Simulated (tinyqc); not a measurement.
Inside a calculation. Method: tight binding, honeycomb lattice. One step of it, computed by the program tinyqc.

Task: Levels at k. Diagonalise the Hermitian matrix.

H(k) at k (eV):
```
,A,B
A,0.445013,-3.520279-0.478440i
B,-3.520279+0.478440i,0.445013
```

Give: eigenvalues; weights |c|^2 of the basis functions.

Result:

eigenvalues (eV): -3.1076  3.9977

weights |c|^2 of the basis functions:
```
,band 1,band 2
A,0.5000,0.5000
B,0.5000,0.5000
```
